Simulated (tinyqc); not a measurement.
Abrupt p-n junction, non-linear Poisson equation by Newton steps: two steps of the calculation.

One dimension, p side on the left, n side on the right; net doping C = -Na for x < 0 and +Nd for x > 0. The potential psi is counted from the intrinsic level, and the quasi-Fermi potentials are flat: 0 for holes and -V for electrons, so n = ni exp((psi + V)/Vt) and p = ni exp(-psi/Vt) (Boltzmann statistics, full ionisation, no current). Under reverse bias this makes the minority densities vanishingly small everywhere; they play no part in the charge.

Values chosen for this exercise; band and dielectric values those of a made-up semiconductor:
```
symbol    value   unit                                 meaning
T           300      K                             temperature
Eg         1.18     eV                                band gap
eps_r      9.75                          relative permittivity
Nc       5.4e17  cm^-3  conduction-band density of states at T
Nv      1.14e19  cm^-3     valence-band density of states at T
Na       4.8e17  cm^-3          acceptor density of the p side
Nd       3.9e15  cm^-3             donor density of the n side
V          -2.4      V   bias of the p side against the n side
```

Constants: q = 1.602176634e-19 C, kB = 1.380649e-23 J/K, Vt = kB T/q, eps0 = 8.8541878128e-14 F/cm where lengths are in cm. Results are converted to the units shown.

Problem 1. Intrinsic density, end potentials and Debye lengths. ni = sqrt(Nc Nv) exp(-Eg/(2 Vt)), Eg in volts; psi_p = -Vt ln(Na/ni), psi_n = Vt ln(Nd/ni) - V; Debye length sqrt(eps0 eps_r Vt/(q N)).

Find: ni; psi_p; psi_n; Debye length, p side; Debye length, n side.

Solution 1.

ni = 3.0415e8 cm^-3
psi_p = -0.54753 V
psi_n = 2.8231 V
Debye length, p side = 5.3870 nm
Debye length, n side = 59.764 nm

Problem 2. Check against the exact first integral and the depletion approximation. ni = sqrt(Nc Nv) exp(-Eg/(2 Vt)), Eg in volts. Exact first integral for an abrupt junction with thick neutral sides: psi_p = -Vt ln(Na/ni), psi_n = Vt ln(Nd/ni) - V, psi_j = (Nd psi_n + Na psi_p - Vt (Nd - Na))/(Na + Nd) at the junction, n_j = ni exp((psi_j + V)/Vt), p_j = ni exp(-psi_j/Vt), and E_j^2 = (2 q/(eps0 eps_r)) [Nd (psi_n - psi_j - Vt) + Vt (n_j + p_j)] (minority densities of the neutral sides neglected). Depletion approximation: Vbi = Vt ln(Na Nd/ni^2), W = sqrt(2 eps0 eps_r (Vbi - V)(1/Na + 1/Nd)/q), xp = W Nd/(Na + Nd), xn = W Na/(Na + Nd), peak field 2 (Vbi - V)/W, capacitance eps0 eps_r/W.

Wanted: psi_j; exact field at the junction; Vbi; W; peak field in the depletion approximation.

Solution 2.

psi_j = -0.49493 V
exact field at the junction = 73.266 kV/cm
Vbi = 0.97065 V
W = 968.99 nm
peak field in the depletion approximation = 69.571 kV/cm

Numbers from tinyqc (`OMP_NUM_THREADS=1 python tinyqc.py 2000071 2000072 out.jsonl`; about 0.03 s on one thread of a shared Intel Xeon 2.30GHz).
